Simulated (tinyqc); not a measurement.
# Permittivity and interlayer from two capacitances

Question. A two-layer stack has Cox = eps0/(t1/e1 + t2/e2) and EOT = 3.9 eps0/Cox. Find e2, the EOT of layer 1 and, with e1 given, t1.

Values chosen for this exercise:
- e1 = 7.77 (relative permittivity of layer 1)

Constants: eps0 = 8.8541878128e-14 F/cm where lengths are in cm. Results are converted to the units shown.

Cox at t2 = 1.5 and 7.4 nm (uF/cm^2): 3.6938008  1.8686385

Solution. EOT is linear in t2 with slope 3.9/e2, and its intercept is the EOT of layer 1.

e2 = 25.20
EOT of layer 1 = 0.7027 nm
t1 = 1.400 nm

Program tinyqc, `OMP_NUM_THREADS=1 python tinyqc.py 2010135 2010136 out.jsonl`; Intel Xeon 2.30GHz, shared host, one thread, about 0.01 s.
